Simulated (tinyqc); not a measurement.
From results back to parameters: hole subbands of a hard-walled well, four-band Luttinger model. Two cases, with inputs chosen for the exercise.

Problem. At k = 0 in a hard-walled well HHn = c (g1 - 2 g2)(n pi/L)^2 - Z0 and LHn = c (g1 + 2 g2)(n pi/L)^2 + Z0, c = hbar^2/2m0. Two spacings were computed from hidden g1 and g2.

Constants: hbar^2/2m0 = 3.80998211 eV angstrom^2.

Case 1.

Values chosen (out of a larger set: near those of Si; not measured data): L = 195 angstrom (well width along [001]); Z0 = 0.0502 eV (shear strain energy).

HH2 - HH1 = 10.769 meV
LH1 - HH1 = 101.745 meV

Case 2.

Values chosen (out of a larger set: near those of InP; not measured data): L = 105 angstrom (well width along [001]); Z0 = 0.066 eV (shear strain energy).

HH2 - HH1 = 19.032 meV
LH1 - HH1 = 153.692 meV

Find: u = c (pi/L)^2; g2; g1.
Solution. HH2 - HH1 = 3u (g1 - 2 g2) and LH1 - HH1 = 4 u g2 + 2 Z0.

Case 1.

u = c (pi/L)^2 = 0.989 meV
g2 = 0.34
g1 = 4.31

Case 2.

u = c (pi/L)^2 = 3.411 meV
g2 = 1.59
g1 = 5.04

Computed by tinyqc, one run a case: `OMP_NUM_THREADS=1 python tinyqc.py N N+1 out.jsonl` with N = 1281995, 1282056; one thread of a shared Intel(R) Xeon(R) Processor @ 2.30GHz, about 0.9 s a run at most.
